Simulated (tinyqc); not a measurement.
Free and trapped electrons in a MOS channel with a dense trap tail: two steps of the calculation.

p-type body, charge-sheet picture, full ionisation (an idealisation for deep acceptors), Boltzmann statistics for free electrons. e = Ec - EF at the surface. Acceptor-like traps of density D(E) = D0 + De exp(-E/Ew) at depth E below Ec, from 0 to Eu, hold n_t = integral of D(E)/(1 + exp((e - E)/Vt)). psi = Eg - Vt ln(Nv/Na) - e; N_dep = sqrt(2 eps0 eps_r Na (psi - Vt)/q); n_f = sqrt(N_dep^2 + 2 eps0 eps_r Vt Nc exp(-e/Vt)/q) - N_dep; Vg = Vfb + psi + q (N_dep + n_t + n_f)/Cox, Cox = eps0 eox/tox.

Values chosen for this exercise; band and dielectric values close to those of gallium nitride:
```
symbol    value         unit                                             meaning
T           300            K                                         temperature
Eg          3.4           eV                                            band gap
eps_r       9.5                                            relative permittivity
Nc      2.28e18        cm^-3              conduction-band density of states at T
Nv      4.57e19        cm^-3                 valence-band density of states at T
eox         3.9                           relative permittivity of the insulator
tox          58           nm                                 insulator thickness
Na       5.4e15        cm^-3                                    acceptor density
Vfb       -2.11            V            flat-band voltage without trapped charge
D0         2e11  cm^-2 eV^-1  constant background density of acceptor-like traps
De       5.6e12  cm^-2 eV^-1          density of the tail at the conduction edge
Ew         0.13           eV                            decay energy of the tail
Eu         0.53           eV        depth below Ec down to which the traps reach
mf           82   cm^2/(V s)                          mobility of free electrons
e         0.109           eV                              Ec - EF at the surface
```

Constants: q = 1.602176634e-19 C, kB = 1.380649e-23 J/K, Vt = kB T/q, eps0 = 8.8541878128e-14 F/cm where lengths are in cm. Results are converted to the units shown.

Task 1. Trapped charge. Trapezoid rule on 13 equal steps from 0 to Eu, f = 1/(1 + exp((e - E)/Vt)).

Find: E; D(E) f; n_t.

Result 1.

```
point,E (eV),D(E) f (cm^-2 eV^-1)
0,0,8.4323e10
1,0.040769,2.8611e11
2,0.081538,8.1965e11
3,0.12231,1.4933e12
4,0.16308,1.5998e12
5,0.20385,1.3333e12
6,0.24462,1.0476e12
7,0.28538,8.2255e11
8,0.32615,6.5547e11
9,0.36692,5.3294e11
10,0.40769,4.4333e11
11,0.44846,3.7783e11
12,0.48923,3.2996e11
13,0.53000,2.9497e11
```

n_t = 4.0490e11 cm^-2

Task 2. Charges and gate voltage. psi, N_dep, n_f and Vg as defined, with the n_t given; free share n_f/(n_f + n_t); apparent mobility mf n_f/(n_f + n_t); gate voltage spent on traps q n_t/Cox.

n_t = 4.0489681e11 cm^-2

Wanted: psi; N_dep; n_f; Vg; free share; apparent mobility; gate voltage spent on traps.

Result 2.

psi = 3.0572 V
N_dep = 4.1458e11 cm^-2
n_f = 1.0869e10 cm^-2
Vg = 3.1817 V
free share = 2.6143 %
apparent mobility = 2.1437 cm^2/(V s)
gate voltage spent on traps = 1.0896 V

Numbers from tinyqc (`OMP_NUM_THREADS=1 python tinyqc.py 2222156 2222157 out.jsonl`; about 0.02 s on one thread of a shared Intel Xeon 2.30GHz).
